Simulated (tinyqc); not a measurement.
# Frequency dispersion of an accumulation capacitance by border traps, distributed model, step by step

Program tinyqc, `OMP_NUM_THREADS=1 python tinyqc.py 2202243 2202244 out.jsonl`; Intel Xeon 2.30GHz, shared host, one thread, about 0.5 s. Printed values are rounded.

Traps spread evenly through the insulator exchange electrons with the semiconductor by tunnelling, with tau(x) = t0 exp(2 ka x) at depth x from the interface. The admittance per area Y seen at depth x obeys dY/dx = -Y^2/(i w eps0 eox) + q Nb ln(1 + i w tau)/tau, with Y(0) = i w Cs and w = 2 pi f; the gate sees Y(tox) = G + i w C. Working variable y = Y/(i w), in uF/cm^2. Cox = eps0 eox/tox.

Inputs (values chosen for the exercise); permittivity close to that of aluminium oxide: relative permittivity of the insulator eox = 8.65; insulator thickness tox = 7.8 nm; semiconductor capacitance in accumulation Cs = 1.2 uF/cm^2; density of border traps Nb = 2.4e19 cm^-3 eV^-1; decay constant of the wave function in the insulator ka = 3.8 1/nm; time constant of a trap at the interface t0 = 4e-11 s; frequency f = 1e6 Hz; depth down to which the steps are taken xe = 1.7 nm.

Constants: q = 1.602176634e-19 C, eps0 = 8.8541878128e-14 F/cm where lengths are in cm. Results are converted to the units shown.

## Scales and lumped estimate

Cox; trap-free value 1/(1/Cox + 1/Cs); response depth d = ln(1/(w t0))/(2 ka), where w tau = 1; lumped estimate: all traps within d act as C_bt = q Nb d placed at d/2, so C = 1/{1/[1/(1/Cs + d/(2 eps0 eox)) + C_bt] + (tox - d/2)/(eps0 eox)}.

Cox = 0.981907 uF/cm^2
trap-free C = 0.540027 uF/cm^2
d = 1.09063 nm
C_bt = 0.419370 uF/cm^2
lumped C = 0.623830 uF/cm^2

The traps within reach amount to 0.349 Cs and lie in the first 14.0 % of the insulator.

## Midpoint steps through the active depth

In terms of y: dy/dx = -y^2/(eps0 eox) + s(x), s = q Nb ln(1 + z)/z, z = i w tau. 10 midpoint steps of h = xe/10: y_half = y + (h/2) y'(x, y), y(new) = y + h y'(x + h/2, y_half).

```
point  x (nm)    s (uF/(cm^2 nm))       y (uF/cm^2)
0           0  0.384522-0.000048i  1.20000+0.00000i
1        0.17  0.384522-0.000176i  1.23251-0.00002i
2        0.34  0.384521-0.000640i  1.26329-0.00007i
3        0.51  0.384504-0.002330i  1.29239-0.00027i
4        0.68  0.384273-0.008475i  1.31986-0.00100i
5        0.85  0.381266-0.030488i  1.34562-0.00364i
6        1.02  0.347959-0.096688i  1.36812-0.01285i
7        1.19  0.204449-0.154486i  1.37527-0.03527i
8        1.36  0.071599-0.102031i  1.35496-0.05542i
9        1.53  0.020937-0.045544i  1.32180-0.06363i
10        1.7  0.005848-0.017350i  1.28602-0.06467i
```

## Capacitance and conductance at the gate

y at xe = 1.28602-0.06467i uF/cm^2

Beyond xe the traps are ignored, so 1/y(tox) = 1/y(xe) + (tox - xe)/(eps0 eox); C = Re y, G/w = -Im y, loss tangent G/(w C).

y at the gate = 0.635704-0.015772i uF/cm^2
C = 0.635704 uF/cm^2
G/w = 0.0157718 uF/cm^2
loss tangent = 0.0248101

A fine integration over the whole insulator gives C = 0.63609 and G/w = 0.01644 uF/cm^2; the coarse G/w is 4.1 % below that. The fine C is 18 % above the trap-free value, and the lumped estimate is 1.9 % below the fine result.
